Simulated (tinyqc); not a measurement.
Brillouin zone and empty-lattice bands of the hcp structure: one step. The free-electron sphere.

Primitive vectors a1 = a (1,0,0), a2 = a (-1/2, sqrt3/2, 0), a3 = (0,0,c); atoms at 0 and a1/3 + 2 a2/3 + a3/2. Reciprocal vectors obey a_i.b_j = 2 pi delta_ij; k is given in units of 2 pi/a. Empty-lattice levels are c0 (2 pi/a)^2 |k + G|^2, c0 = hbar^2/2m0. Points: M = (1/2, 1/(2 sqrt3), 0), K = (2/3, 0, 0), A = (0, 0, a/2c), L = M + A, H = K + A.

Constants: hbar^2/2m0 = 3.80998211 eV angstrom^2; a0 (Bohr radius) = 0.5291772105 angstrom.

Parameters, chosen for this exercise (out of a larger set: lattice near that of Zn; not measured data):
```
symbol  value  unit      meaning
a       2.671  angstrom  lattice constant
ca      1.842            c/a
Z       2                free electrons per atom
```

Problem. n = 2 Z/V, kF = (3 pi^2 n)^(1/3), EF = c0 kF^2, rs = (3/(4 pi n))^(1/3)/a0; compare kF with |k| of the points on the zone surface.

Give: n; kF; EF; rs; Points.

Solution.

n = 0.13159 1/angstrom^3
kF = 0.6689 2 pi/a
EF = 9.434 eV
rs = 2.305

Points:
```
point  |k| (2 pi/a)  kF/|k|  lowest level (eV)  levels below EF
M            0.5774   1.159              7.028                2
K            0.6667   1.003              9.370                3
A            0.2714   2.464              1.553                2
L            0.6380   1.048              8.581                4
H            0.7198   0.929             10.924                0
```

The sphere passes beyond M, K, A and L but not H: electrons spill into higher bands while the corners of the first zone stay empty. Free electrons ignore the d bands of this metal.

(tinyqc, `OMP_NUM_THREADS=1 python tinyqc.py 1850816 1850817 out.jsonl`, Intel(R) Xeon(R) Processor @ 2.30GHz, 1 thread, shared host, about 0.02 s.)
